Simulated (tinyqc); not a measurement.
Permittivity and interface capacitance from two thicknesses.

Problem. 1/C = t/(eps0 ek) + 2/ci for planar capacitors that differ only in thickness. Find ek, ci and the EOT of the interfaces, 2 x 3.9 eps0/ci.

Constants: eps0 = 8.8541878128e-14 F/cm where lengths are in cm. Results are converted to the units shown.

C at t = 11 and 34 nm (uF/cm^2): [2.9454368, 0.98085478]

Solution. 1/C is a straight line in t: the slope gives ek and the intercept 2/ci. A single thickness would give only the effective permittivity; when the interfaces are a small part of 1/C, ci needs very accurate data.

ek = 38.20
ci = 140.0 uF/cm^2
EOT of the interfaces = 0.04933 nm

Numbers from tinyqc (`OMP_NUM_THREADS=1 python tinyqc.py 2102149 2102150 out.jsonl`; about 0.01 s on one thread of a shared Intel Xeon 2.30GHz).
